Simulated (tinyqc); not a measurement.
Energy against coordination: Tersoff bond-order potential. Computed by tinyqc, a small Python program. Command: `OMP_NUM_THREADS=1 python tinyqc.py 3020731 3020732 out.jsonl tersoff walk`. One thread of a shared host (Intel(R) Xeon(R) Processor @ 2.30GHz), about 0.01 s of CPU time with the checks.

E = (1/2) sum_(i, j != i) [A exp(-lambda r_ij) - b_ij B exp(-mu r_ij)], b_ij = (1 + (beta zeta_ij)^n)^(-1/(2n)), zeta_ij = sum_(k != i, j) g(theta_ijk), g = 1 + c^2/d^2 - c^2/(d^2 + (h - cos theta)^2), with theta at atom i. Only nearest neighbours count (cut-off function 1 for them, 0 beyond).

Inputs (values chosen for the exercise, modelled on germanium):
```
quantity    value        unit
A            1789          eV
B          423.84          eV
lambda     2.4451  1/angstrom
mu         1.7047  1/angstrom
beta      8.5e-07           -
n          0.7531           -
c          107300           -
d           15.64           -
h         -0.4271           -
```

Method. Angles seen from one bond (cos theta: count): chain -1: 1; graphitic -1/2: 2; diamond -1/3: 3; square net 0: 2, -1: 1; simple cubic 0: 4, -1: 1; bcc 1/3: 3, -1/3: 3, -1: 1; fcc 1/2: 4, 0: 2, -1/2: 4, -1: 1. With z equal bonds of order b, r = ln(lambda A/(mu b B))/(lambda - mu) and E per atom = -(z/2) b B exp(-mu r)(1 - mu/lambda).

Relaxed structures:
```
structure      z        zeta       b  r (angstrom)  E per atom (eV)  E per bond (eV)
dimer          1           0  1.0000        2.4321          -1.0156          -2.0312
chain          2  6.3072e+04  0.9328        2.5260          -1.6145          -1.6145
graphitic      3  2.0472e+03  0.9945        2.4396          -2.9918          -1.9945
diamond        4  5.0782e+03  0.9892        2.4469          -3.9188          -1.9594
square net     4  1.3322e+05  0.8890        2.5910          -2.7545          -1.3772
simple cubic   6  2.0337e+05  0.8548        2.6441          -3.6292          -1.2097
bcc            8  4.0117e+05  0.7833        2.7621          -3.6263          -0.9066
fcc           12  7.9656e+05  0.6908        2.9316          -3.5933          -0.5989
```

What follows from these numbers?

The lowest are diamond, simple cubic and bcc, the first two 0.290 eV apart. The bond order falls from 1 to 0.691 and the bond weakens from -2.03 to -0.60 eV, as b^(lambda/(lambda - mu)) with exponent 3.30. With the same z = 4 the square net lies 1.16 eV above diamond, from its angles alone. Caution: in bcc and other dense structures second neighbours can fall inside the usual cut-off; they are left out here.

Extremes, crossings and ranges named in words are read from the listed rows.
